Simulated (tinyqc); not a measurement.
## Thermophotovoltaic cell, detailed-balance limit: effect of the cell temperature

Every photon above the gap Eg makes one pair and none below is absorbed; carriers thermalise at T and move without loss. Jsc = q F Phi(Eg, Ts); the dark current is J0 = q ge Phi(Eg, T)/ERE with the Boltzmann factor exp(V/Vt). Photons below the gap return to the emitter with reflectance Rf, and the efficiency is the electrical power over the radiant power not returned (luminescence back to the emitter is not credited).

Photon flux above E from a black body at temperature T into a hemisphere: Phi(E, T) = A sum_k exp(-k E/th)[E^2 th/k + 2 E th^2/k^2 + 2 th^3/k^3], k = 1, 2, ..., with th = kB T/q in eV and A = 2 pi q^3/(h^3 c^2). J(V) = Jsc - J0 (exp(V/Vt) - 1); Voc = Vt ln(1 + Jsc/J0); at maximum power v = Vmp/Vt solves (1 + v) exp(v) = 1 + Jsc/J0. Pin = F sigma Ts^4, sigma = 2 pi^5 kB^4/(15 h^3 c^2). Power above the gap: Pg = F A q sum_k exp(-k Eg/th)[Eg^3 a + 3 Eg^2 a^2 + 6 Eg a^3 + 6 a^4], a = th/k at Ts; power not returned Pab = Pin - Rf (Pin - Pg). FF = Vmp Jmp/(Voc Jsc).

Inputs (values chosen for the exercise):
- Ts = 1200 K (emitter temperature)
- F = 0.57 (share of the hemisphere filled by the emitter)
- Rf = 0.99 (reflectance for photons below the gap)
- ERE = 0.01 (external radiative efficiency)
- ge = 1 (number of faces that emit)
- Eg = 1.23 eV (band gap)

Constants: q = 1.602176634e-19 C, kB = 1.380649e-23 J/K, h = 6.62607015e-34 J s, c = 299792458 m/s, Vt = kB T/q. Results are converted to the units shown.

The same in every row: Jsc (mA/cm^2) = 11.397.

Results:
```
T (K),Voc (V),Eg/q - Voc (V),FF,efficiency (%)
200,0.96923,0.26077,0.91187,12.245
240,0.91319,0.31681,0.89356,11.306
280,0.85653,0.37347,0.87418,10.374
320,0.79934,0.43066,0.85348,9.4522
360,0.74168,0.48832,0.83113,8.5408
440,0.62513,0.60487,0.78004,6.7561
480,0.56631,0.66369,0.75031,5.8871
```

Estimate the missing row, T = 400 K.

Computed row:
```
T (K),Voc (V),Eg/q - Voc (V),FF,efficiency (%)
400,0.68360,0.54640,0.80680,7.6414
```

With this row back in the table: As T goes from 200 to 480 K, Jsc stays at 11.4 mA/cm^2, Voc falls from 0.969 to 0.566 V and the efficiency falls from 12.2 to 5.89 %. Voc changes by -1.44 mV/K on average with Eg fixed, and the efficiency by -0.26 % of itself per kelvin.

Computed by the program tinyqc: `OMP_NUM_THREADS=1 python tinyqc.py 2820001 2820002 out.jsonl`, one thread of a shared Intel Xeon 2.30GHz, about 0.01 s for the whole run.
